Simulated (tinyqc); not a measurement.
Worked calculation: collinear exchange A + BC -> AB + C on a London-Eyring-Polanyi-Sato surface: saddle, string of images and rate. Computed by tinyqc, a small Python program that keeps every step. Command: `OMP_NUM_THREADS=1 python tinyqc.py 3113410 3113411 out.jsonl leps walk`. One thread of a shared host (Intel(R) Xeon(R) Processor @ 2.30GHz), about 0.06 s of CPU time with the checks. Intermediate numbers are printed to about 6 digits and carried at full precision; extremes and crossings named in words are read from the listed rows.

x = r(AB), y = r(BC), r(AC) = x + y. V is counted from separated atoms, the barrier from A + BC, that is V + D(BC).

Inputs (values chosen for the exercise, bond data loosely for abstraction of hydrogen from a Ge-H bond by a hydrogen atom; the barrier is not fitted): D(AB) = 4.72 eV; r0(AB) = 0.742 angstrom; beta(AB) = 1.94 1/angstrom; D(BC) = 3.81 eV; r0(BC) = 1.53 angstrom; beta(BC) = 1.45 1/angstrom; D(AC) = 3.6 eV; r0(AC) = 1.53 angstrom; beta(AC) = 1.45 1/angstrom; Sato parameter S = 0.14; mass of A = 1.008 u; mass of B = 1.008 u; mass of C = 72.6 u; temperature T = 900 K; step of the string = 0.01 angstrom^2/eV.

Constants: nu for 1 eV/(angstrom^2 u) = 15.6333042 THz; h x 1 THz = 4.135667696 meV; k_B = 1.380649e-23 J/K; u = 1.6605390666e-27 kg; k_B = 8.617333262e-05 eV/K.

## One point of the surface

For each pair, with u = exp(-beta (r - r0)): Q = D [(3 + S) u^2 - (2 + 6 S) u]/(4 (1 + S)), J = D [(1 + 3 S) u^2 - (6 + 2 S) u]/(4 (1 + S)); V = Q1 + Q2 + Q3 - sqrt(((J1 - J2)^2 + (J2 - J3)^2 + (J3 - J1)^2)/2). Take x = r0(AB) + 0.3 and y = r0(BC) + 0.1 angstrom.

Pair terms:
```
pair         u     Q (eV)    J (eV)
AB    0.558780  -0.627799  -3.17333
BC    0.865022  -0.089498  -3.65109
AC    0.190920  -0.337704  -0.90570
```

V = -3.59543 eV

## Relaxing the string

String of 9 images between the fixed ends (r0(AB) + 2, r0(BC)) and (r0(AB), r0(BC) + 2), started on the two straight legs through (r0(AB) + 0.3, r0(BC) + 0.3): each iteration moves the inner images by -step x gradient (central differences) and spaces them evenly again along the broken line (coordinates are kept between 0.2 and 8 angstrom); stop when no coordinate changes by more than 1e-5 angstrom, at most 400 iterations.

Course:
```
iteration  highest inner image above A + BC (eV)  largest move (angstrom)
1                                       0.339532              3.18545e-02
2                                       0.316980              2.94471e-02
3                                       0.297410              2.60906e-02
4                                       0.280697              2.23133e-02
5                                       0.266509              1.85315e-02
6                                       0.254486              1.50096e-02
7                                       0.244313              1.18963e-02
...                                          ...                      ...
64                                      0.196274              1.84433e-05
65                                      0.196275              1.65376e-05
66                                      0.196275              1.48274e-05
67                                      0.196276              1.32929e-05
68                                      0.196277              1.19162e-05
69                                      0.196277              1.06813e-05
70                                      0.196278              9.57367e-06
```

Images at the end:
```
image  x (angstrom)  y (angstrom)  V + D(BC) (eV)
0           2.74200       1.53000        0.012445
1           2.29050       1.53186        0.030650
2           1.83904       1.53825        0.079702
3           1.38987       1.58199        0.196278
4           0.98504       1.78191        0.044561
5           0.77250       2.17691       -0.585742
6           0.74716       2.62701       -0.789053
7           0.74344       3.07850       -0.860343
8           0.74200       3.53000       -0.887811
```

last move = 9.57367e-06 angstrom

Converged in 70 iterations.

## Saddle by Newton steps

From the highest inner image, z -> z - H^-1 g with gradient g and Hessian H by central differences, steps capped at 0.15 angstrom, 12 steps.

The first seven points:
```
step        x        y  V + D(BC) (eV)  |g| (eV/angstrom)
0     1.38987  1.58199        0.196278        3.19742e-01
1     1.24222  1.60843        0.232460        1.50203e-01
2     1.19746  1.63227        0.234493        4.36459e-02
3     1.20733  1.63063        0.234641        1.07451e-03
4     1.20757  1.63061        0.234641        5.91086e-07
5     1.20757  1.63061        0.234641                  0
6     1.20757  1.63061        0.234641                  0
```

saddle (x, y) (angstrom): [1.20757, 1.63061]

barrier = 0.234641 eV

Hessian (eV/angstrom^2), rows x, y:
$$\begin{pmatrix}
-1.44535 & 4.95580 \\
4.95580 & 8.55650
\end{pmatrix}$$

The highest image lies 38.4 meV below the saddle. Stretches at the saddle: AB 0.466, BC 0.101 angstrom, for a reaction energy D(BC) - D(AB) = -0.91 eV: an early barrier for an exothermic step.

## Frequencies at the saddle

Wilson matrix G = [[1/m_A + 1/m_B, -1/m_B], [-1/m_B, 1/m_B + 1/m_C]]; eigenvalues lambda of G H give nu = 15.6333042 THz x sqrt(|lambda|), the negative one being imaginary. Reactant: nu_BC from k = 2 D beta^2 and 1/m_B + 1/m_C. Skew angle: cos = sqrt(m_A m_C/((m_A + m_B)(m_B + m_C))).

imaginary frequency = 45.5584 THz

real frequency at the saddle = 32.7863 THz

nu_BC = 62.7567 THz

skew angle = 45.3923 degrees

## Transition-state rate

One-dimensional rate constant without tunnelling, k = sqrt(k_B T/(2 pi mu)) [sinh(h nu_BC/(2 k_B T))/sinh(h nu_s/(2 k_B T))] exp(-barrier/(k_B T)) with mu = m_A (m_B + m_C)/(m_A + m_B + m_C); Wigner factor 1 + (h nu_i/(k_B T))^2/24; adiabatic barrier = barrier + h (nu_s - nu_BC)/2.

adiabatic barrier = 0.172667 eV

rate constant k = 13796.4 cm/s

Wigner factor = 1.24592

## Rate against temperature

The formulas are those given above.

Rates; the last column is k_B T^2 d ln k/dT:
```
T (K)     k (cm/s)  Wigner factor  activation energy (eV)
300    7.98371e+01        3.21325                0.186301
400    4.96499e+02        2.24495                0.192469
550    2.36487e+03        1.65849                0.203503
750    7.73143e+03        1.35412                0.219182
1000   1.86568e+04        1.19919                0.237787
1400   4.27097e+04        1.10163                0.264108
2000   8.55872e+04        1.04980                0.298211
```

The activation energy goes from 0.186 eV at 300 K, near the adiabatic barrier plus k_B T/2 (0.186), to 0.298 eV at 2000 K; the classical limit is the barrier plus k_B T/2 (0.321).

Checks made by the program: V for A far away against -D(BC) (relative difference below 1e-10).
